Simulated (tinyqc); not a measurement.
## Gate sheet resistance from two finger widths

Problem. At low frequency R = Rsh Wf/(3 L) + B/Wf, where B collects the channel and vertical terms. Find Rsh, B and the width of lowest R.

Parameters, values chosen for the exercise:

| symbol | value | unit | meaning |
|---|---|---|---|
| L | 0.25 | um | channel length |

input resistance of single fingers, contacted at one end, of width 0.52 and 12 um (ohm): 69.613949  100.43333

Solution. R Wf is a straight line in Wf^2; the minimum of R lies where both terms are equal.

Rsh = 6.100 ohm/square
B = 34.00 ohm um
width of lowest R = 2.045 um

tinyqc, about 0.01 s, one thread, Intel Xeon 2.30GHz (shared host): `OMP_NUM_THREADS=1 python tinyqc.py 2262179 2262180 out.jsonl`
